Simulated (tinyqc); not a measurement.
Static screening by free carriers: one step. Fermi and screening wave vectors. Four cases, with inputs chosen for the exercise.

Task: Also the effective Bohr radius aB = a0 eps/m and rs = (3/(4 pi n))^(1/3)/aB.

kF = (3 pi^2 n/Mv)^(1/3), EF = c kF^2/m with c = hbar^2/2m0, n in 1/angstrom^3 (1e-24 per 1/cm^3), e2 = e^2/(4 pi eps0). Thomas-Fermi: qTF^2 = 6 pi e2 n/(eps EF). Debye: qD^2 = 4 pi e2 n/(eps kB T).

Constants: hbar^2/2m0 = 3.80998211 eV angstrom^2; e^2/(4 pi eps0) = 14.39964547 eV angstrom; kB = 8.617333262e-05 eV/K; a0 (Bohr radius) = 0.5291772105 angstrom.

Give: kF; EF at 0 K; EF/kT; qTF; qD; aB; rs.

Case 1.

Values chosen (a free-electron density near that of Al; not measured data): n = 1.76e+23 1/cm^3 (carrier density); m = 1 m0 (mass of one isotropic valley); Mv = 1 (valleys); eps = 1 (background dielectric constant); T = 300 K.

Result:

kF = 1.7337 1/angstrom
EF at 0 K = 1.145e+04 meV
EF/kT = 443
qTF = 2.0424 1/angstrom
qD = 35.099 1/angstrom
aB = 0.5292 angstrom
rs = 2.09

The gas is degenerate, so the Thomas-Fermi value applies. With rs above 1 exchange and correlation, left out here, are not small.

Case 2.

Values chosen (a free-electron density near that of Al; not measured data): n = 1.78e+23 1/cm^3 (carrier density); m = 1 m0 (mass of one isotropic valley); Mv = 1 (valleys); eps = 1 (background dielectric constant); T = 300 K.

Result:

kF = 1.7403 1/angstrom
EF at 0 K = 1.154e+04 meV
EF/kT = 446
qTF = 2.0463 1/angstrom
qD = 35.297 1/angstrom
aB = 0.5292 angstrom
rs = 2.08

The gas is degenerate, so the Thomas-Fermi value applies. With rs above 1 exchange and correlation, left out here, are not small.

Case 3.

Values chosen (a free-electron density near that of Na; not measured data): n = 2.58e+22 1/cm^3 (carrier density); m = 1 m0 (mass of one isotropic valley); Mv = 1 (valleys); eps = 1 (background dielectric constant); T = 300 K.

Result:

kF = 0.91414 1/angstrom
EF at 0 K = 3184 meV
EF/kT = 123
qTF = 1.4831 1/angstrom
qD = 13.438 1/angstrom
aB = 0.5292 angstrom
rs = 3.97

The gas is degenerate, so the Thomas-Fermi value applies. With rs above 1 exchange and correlation, left out here, are not small.

Case 4.

Values chosen (near those of SiC; not measured data): n = 1.5e+18 1/cm^3 (carrier density); m = 0.3869 m0 (mass of one isotropic valley); Mv = 3 (valleys); eps = 9.73 (background dielectric constant); T = 300 K.

Result:

kF = 0.024554 1/angstrom
EF at 0 K = 5.937 meV
EF/kT = 0.230
qTF = 0.083950 1/angstrom
qD = 0.032849 1/angstrom
aB = 13.31 angstrom
rs = 4.07

The gas is not degenerate, so the Debye value applies.

Computed by tinyqc, one run a case: `OMP_NUM_THREADS=1 python tinyqc.py N N+1 out.jsonl` with N = 1682253, 1682411, 1682491, 1682499; one thread of a shared Intel(R) Xeon(R) Processor @ 2.30GHz, about 0.01 s a run at most.
